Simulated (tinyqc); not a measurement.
Lossy on-chip transmission line with skin effect: one step of the calculation.

A uniform line in a homogeneous dielectric: c = sqrt(er)/(c0 Z0), l = Z0 sqrt(er)/c0 (c0 = 299792458 m/s), g = w c td, w = 2 pi f. The resistance joins its limits as r = sqrt(r_dc^2 + r_hf^2), with r_dc = rho/(wd th), r_hf = kr rho/(2 delta (wd + th)), delta = sqrt(rho/(pi f mu0)), mu0 = 4 pi 1e-7 H/m; this is an interpolation, and internal inductance, up to 0.05 nH/mm at low frequency, is neglected.

Task. Reflection, input impedance and transfer. ZL = 1/(1/RL + i w CL); reflection (ZL - Zc)/(ZL + Zc); Zin = Zc (ZL + Zc tanh(gamma len))/(Zc + ZL tanh(gamma len)); H = V_load/V_source = [Zin/(Zin + Rg)]/[cosh(gamma len) + (Zc/ZL) sinh(gamma len)].

Values chosen for this exercise: source resistance Rg = 50 ohm; load resistance RL = 50 ohm; load capacitance CL = 20 fF; frequency f = 1.7 GHz.

gamma len = 0.076801294+0.086625466i
Zc = 159.58651-140.06899i ohm

Find: ZL; reflection at the load; Zin; H; |H|.

Result.

ZL = 49.994-0.534i ohm
reflection at the load = -0.66863+0.21721i
Zin = 74.380+0.398i ohm
H = 0.40146-0.01920i
|H| = -7.9173 dB

tinyqc, about 0.01 s, one thread, Intel Xeon 2.30GHz (shared host): `OMP_NUM_THREADS=1 python tinyqc.py 2810209 2810210 out.jsonl`
